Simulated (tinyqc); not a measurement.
Worked calculation: Hubbard ring of 5 sites. Computed by tinyqc, a small Python program that keeps every step. Settings: hopping = 1.04, U = 8.9, mixing = 0.2, iteration cap = 55. Command: `OMP_NUM_THREADS=1 python tinyqc.py 24669 24670 out.jsonl` (the two numbers bound the seeds that draw the settings). One thread of a shared host (Intel(R) Xeon(R) Processor @ 2.60GHz), about 0.2 s of CPU time with the checks.

one-body matrix (hopping and site energies) (eV), lower triangle:
```
           1          2          3          4         5
1   0.000000
2  -1.040000   0.000000
3   0.000000  -1.040000   0.000000
4   0.000000   0.000000  -1.040000   0.000000
5  -1.040000   0.000000   0.000000  -1.040000  0.000000
```

U = 8.900000 eV

electrons, up and down: 4  2

n(up) at the start (a guess, not normalised): 1 0.850000, 2 0.750000, 3 0.850000, 4 0.750000, 5 0.850000

n(down) at the start (a guess): 1 0.350000, 2 0.450000, 3 0.350000, 4 0.450000, 5 0.350000

Each step fills the lowest levels of T + U n(other spin) and sets n(new) = n + mixing (n(out) - n); stop when output and input agree to 1e-8.

Course of the cycle:
```
iteration      E (eV)  largest |n(out) - n(in)|  mean |n_up - n_down|
1          8.98504075                  2.40e-01              0.410030
2          8.55459108                  2.21e-01              0.465730
3          8.31005345                  2.04e-01              0.508532
4          8.13980031                  1.89e-01              0.543727
5          8.01072494                  1.74e-01              0.573192
6          7.91107814                  1.59e-01              0.597784
7          7.83493370                  1.44e-01              0.618110
8          7.77784068                  1.29e-01              0.634751
9          7.73582542                  1.15e-01              0.648282
10         7.70537017                  1.01e-01              0.659247
11         7.68353504                  8.86e-02              0.668125
...               ...                       ...                   ...
45         7.63046947                  3.95e-04              0.708704
46         7.63046933                  3.35e-04              0.708720
47         7.63046923                  2.84e-04              0.708734
48         7.63046916                  2.41e-04              0.708745
49         7.63046911                  2.04e-04              0.708755
50         7.63046907                  1.73e-04              0.708763
51         7.63046905                  1.46e-04              0.708770
52         7.63046903                  1.24e-04              0.708776
53         7.63046901                  1.05e-04              0.708781
54         7.63046900                  8.88e-05              0.708785
55         7.63046900                  7.52e-05              0.708789
```

Can the last value be used, and what does the course show?

Not by the stop rule, although the second column moves by less than 1e-07 over the last three steps. Not converged within 55 iterations: the residual falls steadily but slowly, by a factor of about 0.85 a step. The lowest mean-field energy found from random starts is 6.77042 eV. Reruns (cap 100 unless said): mixing 0.5: converged in 85 (E = 6.77042); mixing 0.9: converged in 50 (E = 6.77042); the original settings with a cap of 400: converged in 200 (E = 6.77042).
